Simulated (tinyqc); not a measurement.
# Capacitances against the distance to each plane

Endless row of lines of width wl, height tl and space sl between grounded planes at distance hd; e2 fills the gaps beside the lines, e1 the rest. Laplace's equation is solved on meshes of 3, 6 and 12 steps per unit u and extrapolated (Aitken), which is good to about 0.2 %. C_even (all lines at 1 V) is the capacitance Cg to the planes; C_odd (neighbours in antiphase) = Cg + 4 Cc if only nearest neighbours couple, which defines Cc; total with quiet neighbours Cg + 2 Cc. Plate values 2 eps0 e1 wl/hd and eps0 e2 tl/sl.

Parameters, values chosen for the exercise:
```
symbol,value,unit,meaning
e1,4.2,,relative permittivity above and below the lines
e2,2.4,,relative permittivity between the lines
wl,6,u,"line width, in units u"
tl,12,u,line height
sl,6,u,space between lines
```

Constants: eps0 = 8.8541878128e-12 F/m. Results are converted to the units shown.

The same in every row: plate Cc (aF/um) = 42.5.

Result of one run:
columns A: hd (u); B: Cg (aF/um); C: Cc (aF/um); D: Cg + 2 Cc (aF/um); E: C_odd (aF/um); F: plate Cg (aF/um); G: share of coupling, 2 Cc/(Cg + 2 Cc) (%)
```
A    B     C    D    E     F     G
8  103  56.5  216  329  55.8  52.4
```

What becomes of these results when the distance to each plane hd is changed from 8 to 5 u, all else the same?

Result of the changed run:
columns A: hd (u); B: Cg (aF/um); C: Cc (aF/um); D: Cg + 2 Cc (aF/um); E: C_odd (aF/um); F: plate Cg (aF/um); G: share of coupling, 2 Cc/(Cg + 2 Cc) (%)
```
A    B     C    D    E     F     G
5  157  47.4  252  347  89.3  37.6
```

The whole series:
columns A: hd (u); B: Cg (aF/um); C: Cc (aF/um); D: Cg + 2 Cc (aF/um); E: C_odd (aF/um); F: plate Cg (aF/um); G: share of coupling, 2 Cc/(Cg + 2 Cc) (%)
```
A      B     C    D    E     F     G
2    341  33.5  408  475   223  16.4
3    244  38.7  321  399   149  24.1
4    191  43.3  278  364   112  31.2
5    157  47.4  252  347  89.3  37.6
6    134  50.9  235  337  74.4  43.2
8    103  56.5  216  329  55.8  52.4
10  83.6  60.6  205  326  44.6  59.2
```

As hd goes from 2 to 10, Cg falls from 341 to 83.6 aF/um, Cc rises from 33.5 to 60.6 aF/um and the share of coupling rises from 16.4 to 59.2 %. Cg is 1.53 times its plate value in the first row and 1.87 times in the last; for Cc the ratios are 0.788 and 1.43. Neighbours in antiphase raise the load by a factor of 1.16 and 1.59 over quiet ones. For hd = 10 the planes are farther than 0.8 of the pitch, so second neighbours couple too and Cg + 2 Cc understates the quiet load by a per cent or more.

Program tinyqc, `OMP_NUM_THREADS=1 python tinyqc.py 2790181 2790182 out.jsonl`; Intel Xeon 2.30GHz, shared host, one thread, about 0.8 s.
